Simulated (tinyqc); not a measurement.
Time-dependent dielectric breakdown: cell percolation, Weibull statistics, area scaling and voltage extrapolation: one step, computed by the program tinyqc.

The oxide is divided into columns of area a^2, each holding m = t_ox/a cells (m is taken as continuous). A share lambda(t) = (t/t_1)^alpha of the cells is defective, and a column whose cells are all defective breaks down.

Problem. Projection to use conditions. All three voltage laws share the slope n at the stress voltage. Factor t(V_u)/t(V): E law exp(n (1 - V_u/V)); 1/E law exp(n (V/V_u - 1)); power law (V/V_u)^n. Temperatures in kelvin are T(C) + 273.15. Temperature factor exp[(E_a/k_B)(1/T_u - 1/T)]; area factor (A/A_u)^(1/beta); percentile factor (-ln(1 - F))^(1/beta); life = t63 x all four; 1 year = 3.15576e7 s.

Inputs (values chosen for the exercise, for a model gate oxide):

| quantity | value | unit |
|---|---|---|
| test area A | 8000 | um^2 |
| product area A_u | 6e+06 | um^2 |
| stress voltage V | 6.29 | V |
| use voltage V_u | 3.1 | V |
| local exponent n = -d ln t/d ln V at the stress voltage | 33 | - |
| activation energy E_a | 0.42 | eV |
| stress temperature T | 175 | C |
| use temperature T_u | 85 | C |
| allowed failure fraction F | 1e-05 | - |

Voltage law used: power.

Weibull slope beta = 2.945455

characteristic life t63 = 18535.57 s

Constants: k_B = 8.617333262e-05 eV/K.

Give: voltage factor; temperature factor; area factor; percentile factor; projected life.

Solution.

voltage factor = 1.3821e+10

temperature factor = 15.378

area factor = 0.10566

percentile factor = 0.020066

projected life = 2.6467e+05 years

Area and percentile together cost 2.7 decades, voltage and temperature return 11.3; a ten-year target is met. Caution: t_1 is an input here; in a real oxide it changes with thickness at fixed voltage. Caution: a voltage factor of more than nine decades rests wholly on the chosen law and cannot be tested.
